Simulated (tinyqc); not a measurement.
Inside a calculation. Model: electroplating on a thin resistive seed layer: kinetics, Wagner number and the terminal effect across a wafer. Computed by tinyqc, a small Python program that keeps every step. Command: `OMP_NUM_THREADS=1 python tinyqc.py 3120138 3120139 out.jsonl terminal walk`. One thread of a shared host (Intel(R) Xeon(R) Processor @ 2.30GHz), about 0.02 s of CPU time with the checks. Intermediate numbers are printed to about 6 digits and carried at full precision; extremes and crossings named in words are read from the listed rows.

Current enters the seed at the rim. The bath is treated as a local resistance per area (no lateral flow in the liquid), two electrons per ion, molar volume 7.11 cm^3/mol, Faraday constant F = e N_A, kinematic viscosity 0.01 cm^2/s, omega = 2 pi x rpm/60; k_B T/e is in volts.

Inputs (values chosen for the exercise, of the order of those for copper plating from an acid sulfate bath):
```
quantity                               value         unit
wafer radius R                            10           cm
seed thickness t                           9           nm
seed resistivity                         3.7  microohm cm
bath conductivity kappa                 0.36         S/cm
gap to the anode h                       9.2           cm
extra resistance of a porous plate         0     ohm cm^2
exchange current density i_0           0.087      mA/cm^2
cathodic transfer coefficient alpha     0.41            -
mean current density                     3.4      mA/cm^2
diffusivity of the metal ion         6.4e-06       cm^2/s
metal ion concentration                 0.22        mol/L
rotation rate                            200          rpm
temperature T                            298            K
```

Constants: e = 1.602176634e-19 C; N_A = 6.02214076e+23 1/mol; k_B = 8.617333262e-05 eV/K.

## Rate, limit and resistances

Growth rate = i V_m/(2 F). Levich limit i_L = 0.62 x 2 F D^(2/3) omega^(1/2) nu^(-1/6) c. Tafel overpotential eta = (k_B T/(alpha e)) ln(i/i_0); kinetic resistance k_B T/(alpha e i); bath resistance h/kappa + plate; R_s = resistivity/t; Wagner number = kinetic resistance x kappa/R.

growth rate = 75.1638 nm/min

limiting current i_L = 89.4585 mA/cm^2

overpotential = 229.590 mV

kinetic resistance = 18.4216 ohm cm^2

bath resistance R_b = 25.5556 ohm cm^2

sheet resistance R_s = 4.11111 ohm/square

Wagner number = 0.663176

## Linear estimate of the terminal effect

Linearised: with R_t = kinetic + bath resistance the current density obeys (1/r)(r i')' = i R_s/R_t, so i = A I_0(r/l), l = sqrt(R_t/R_s); with x = R/l, edge/centre = I_0(x) and edge/mean = x I_0(x)/(2 I_1(x)). Voltage drop in the seed for a uniform current: i R_s R^2/4.

length l = 3.27065 cm

x = R/l = 3.05750

edge over centre, linear = 5.11410

edge over mean, linear = 1.87773

drop for uniform current = 349.444 mV

## Current distribution

Full model: seed potential phi(r) with (1/r)(r phi')' = R_s i, where i solves phi = R_b i + (k_B T/(alpha e)) ln(i/i_0) (phi being the driving voltage left at r); phi'(0) = 0 and phi'(R) = R_s i_mean R/2. Solved by collocation to a tolerance of 1e-7.

Across the wafer:
```
r/R   i (mA/cm^2)   i/mean  i/mean, linear
0.00      1.43187  0.42114         0.36717
0.20      1.51973  0.44698         0.40230
0.40      1.82149  0.53573         0.51784
0.60      2.47854  0.72898         0.74746
0.75      3.39798  0.99941         1.03366
0.90      4.98684  1.46672         1.46920
1.00      6.65617  1.95770         1.87773
```

edge over centre, full model = 4.64858

The full model gives 4.65 against 5.11 from the linear form.

## As the film thickens, and with more bath resistance

The film is taken as uniform, with the seed resistivity; the last column adds 100 ohm cm^2 to R_b. Extra power of that plate = i^2 x 100 ohm cm^2 x area.

Edge over centre:
```
thickness (nm)  R_s (ohm/square)  as given  with 100 ohm cm^2 more
9.0                      4.11111   4.64858                 1.84684
13.5                     2.74074   3.14919                 1.53417
18.0                     2.05556   2.50332                 1.38947
27.0                     1.37037   1.92880                 1.25231
45.0                     0.82222   1.52161                 1.14791
90.0                     0.41111   1.24731                 1.07266
180.0                    0.20556   1.12026                 1.03601
```

extra power = 0.363168 W

The ratio falls below 1.1 in none of these rows as given, and from 90.0 nm on with the added resistance: what counts is R_s R^2 against the sum of kinetic and bath resistance.

Checks made by the program: mean of the distribution (relative difference 3e-07).
